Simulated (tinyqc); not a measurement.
## Schottky barrier on an n-type semiconductor with a doping step, non-linear Poisson equation by Newton steps: Capacitance-voltage profiling

One dimension, metal at x = 0, donor density C(x) = N1 for x < x1 and Nd beyond. Energies are counted from the electron Fermi level of the semiconductor and the conduction-band edge is Ec = -psi, so n = Nc exp(psi/Vt); holes follow the Fermi level of the metal, at -V, so p = Nv exp((V - psi - Eg)/Vt). Ends: psi(0) = V - phiB and psi = Vt ln(Nd/Nc) deep inside. Boltzmann statistics, full ionisation, no current, no image force in the Poisson equation.

The Poisson equation d/dx(eps0 eps_r dpsi/dx) = -q (p - n + C) is solved on a mesh of about 1000 nodes or more that ends in neutral material. C_s = q d/dV of the integral of n over x, from the linearised equation. Probed depth w = eps0 eps_r/C_s; apparent doping N_app = C_s^3/(q eps0 eps_r dC_s/dV), the derivative by central differences over +/- 0.02 V.

Values chosen for this exercise; band and dielectric values close to those of silicon:
- T = 293 K (temperature)
- Eg = 1.11 eV (band gap)
- eps_r = 11.6 (relative permittivity)
- Nc = 2.73e19 cm^-3 (conduction-band density of states at T)
- Nv = 2.55e19 cm^-3 (valence-band density of states at T)
- Nd = 6.5e15 cm^-3 (donor density deep in the semiconductor)
- phiB = 0.5 eV (barrier height)
- x1 = 80 nm (depth of the doping step)
- N1 = 2e15 cm^-3 (donor density above the step)

Constants: q = 1.602176634e-19 C, kB = 1.380649e-23 J/K, Vt = kB T/q, eps0 = 8.8541878128e-14 F/cm where lengths are in cm. Results are converted to the units shown.

The same in every row: true C(w) (cm^-3) = 6.50e15.

Capacitance-voltage profiling:
```
V (V)  C_s (nF/cm^2)  w (nm)  N_app (cm^-3)  |E_0| (kV/cm)
0               43.2     238        6.47e15           18.5
-0.3            30.2     340        6.50e15           28.9
-0.6            24.6     418        6.50e15           36.8
-0.9            21.2     484        6.50e15           43.4
-1.2            19.0     542        6.50e15           49.3
-1.5            17.3     594        6.50e15           54.6
-1.8            16.0     642        6.50e15           59.4
-2.1            15.0     686        6.50e15           64.0
-2.4            14.1     728        6.50e15           68.2
-2.7            13.4     768        6.50e15           72.2
-3              12.8     805        6.50e15           76.0
```

C_s falls from 43.2 to 12.8 nF/cm^2 while the probed depth goes from 238 to 805 nm. The apparent doping stays near 6.50e15 cm^-3. It departs most from the true doping at that depth for V = 0 V, where it is 0.49 % below it; so the doping is read well over the depths probed. The step lies inside the layer that is depleted at zero bias and is not seen.

Numbers from tinyqc (`OMP_NUM_THREADS=1 python tinyqc.py 2020082 2020083 out.jsonl`; about 0.06 s on one thread of a shared Intel Xeon 2.30GHz).
